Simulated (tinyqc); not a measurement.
Long-channel MOSFET, surface-potential model: two steps of the calculation.

n-channel transistor on a uniformly doped p-type body, gradual-channel approximation, constant mobility, Boltzmann statistics, full ionisation. Potentials are counted from the neutral body; V is the electron quasi-Fermi potential, Vsb at the source and Vsb + Vds at the drain. Charges are magnitudes per area.

Values chosen for this exercise; material values close to those of silicon: temperature T = 300 K; flat-band voltage Vfb = -0.8 V; channel mobility mu = 190 cm^2/(V s); gate width W = 5 um; gate length L = 0.5 um; source-body reverse bias Vsb = 0.3 V; gate-source voltage Vgs = 0.75 V; drain-source voltage Vds = 0.05 V.

Constants: q = 1.602176634e-19 C, kB = 1.380649e-23 J/K, Vt = kB T/q. Results are converted to the units shown.

Question 1. Charges and current of the charge-sheet model. psi_0 and psi_L solve Vgs + Vsb - Vfb - psi = gamma sqrt(G) at V = Vsb and Vsb + Vds. Qi = Cox gamma [sqrt(G) - sqrt(psi - Vt)], G = psi - Vt + Vt exp((psi - 2 phiF - V)/Vt), at both ends. With U = Vgs + Vsb - Vfb: drift = mu (W/L) Cox [U (psi_L - psi_0) - (psi_L^2 - psi_0^2)/2 - (2/3) gamma ((psi_L - Vt)^1.5 - (psi_0 - Vt)^1.5)]; diffusion = mu (W/L) Vt (Qi0 - QiL).

psi_0 = 1.1203514 V
psi_L = 1.1653476 V
phiF = 0.34823875 V
Cox = 0.12968781 uF/cm^2
gamma = 0.35562244 V^0.5

Find: Qi0; QiL; drift current; diffusion current; drain current.

Answer 1.

Qi0 = 46.377 nC/cm^2
QiL = 39.559 nC/cm^2
drift current = 3.6733 uA
diffusion current = 0.33486 uA
drain current = 4.0082 uA

Drift carries 91.6 % of the current.

Question 2. Inversion charge along the channel. The surface potential psi at channel potential V solves Vgs + Vsb - Vfb - psi = gamma sqrt(G), G = psi - Vt + Vt exp((psi - 2 phiF - V)/Vt). Charge sheet: Qi = Cox gamma [sqrt(G) - sqrt(psi - Vt)]. Pao-Sah: Qi = (Cox gamma/2) integral from 3 Vt to psi of exp((u - 2 phiF - V)/Vt)/sqrt(G(u, V)) du.

V, point 0 to 6 (V): 0.3  0.30833333  0.31666667  0.325  0.33333333  0.34166667  0.35
phiF = 0.34823875 V
Cox = 0.12968781 uF/cm^2
gamma = 0.35562244 V^0.5

Wanted: psi; Qi, charge sheet; Qi, Pao-Sah.

Answer 2.

```
point	psi (V)	Qi, charge sheet (nC/cm^2)	Qi, Pao-Sah (nC/cm^2)
0	1.120	46.38	46.84
1	1.128	45.23	45.69
2	1.135	44.09	44.53
3	1.143	42.95	43.38
4	1.150	41.82	42.24
5	1.158	40.69	41.09
6	1.165	39.56	39.95
```

At the source the charge-sheet charge is 0.99 % below the Pao-Sah one.

Program tinyqc, `OMP_NUM_THREADS=1 python tinyqc.py 2360036 2360037 out.jsonl`; Intel Xeon 2.30GHz, shared host, one thread, about 0.03 s.
